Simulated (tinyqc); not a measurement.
Energy and delay of logic against supply voltage: one step of the calculation.

One expression serves below and above threshold: I(Vg) = Ik [ln(1 + exp((Vg - VT + dd V)/(al nf Vt)))]^al, with I_on = I(V) and I_off = I(0). Gate delay td = kd C V/I_on, clock period LD td. Per gate and cycle the switching energy is act C V^2 and the leakage energy I_off V LD td. No short-circuit current, no variation. Minima are sought above 0.09 V; below a few Vt gates no longer switch and the model has no meaning.

Problem. New V. Minimum-energy supply: E(V) is the energy per gate and cycle; with h = 0.001 V, E' = (E(V + h) - E(V - h))/(2 h), E'' = (E(V - h) - 2 E(V) + E(V + h))/h^2, V(new) = V - E'/E''.

Inputs (values chosen for the exercise); values of the order met in logic technologies: temperature T = 250 K; threshold voltage at zero drain bias VT = 0.43 V; slope factor nf = 1.29; barrier lowering per volt of supply dd = 0.09; specific current of a gate Ik = 0.91 uA; exponent of the current law al = 1.52; load capacitance of a gate C = 1.4 fF; delay factor kd = 1; logic depth LD = 30; activity factor act = 0.3.

Constants: q = 1.602176634e-19 C, kB = 1.380649e-23 J/K, Vt = kB T/q. Results are converted to the units shown.

V at the start = 0.18 V

Find: E'; E''; V after iteration 1.

Solution.

E' = 99.13 aJ/V
E'' = 2005 aJ/V^2
V after iteration 1 = 0.1306 V

Program tinyqc, `OMP_NUM_THREADS=1 python tinyqc.py 2082141 2082142 out.jsonl`; Intel Xeon 2.30GHz, shared host, one thread, about 0.01 s.
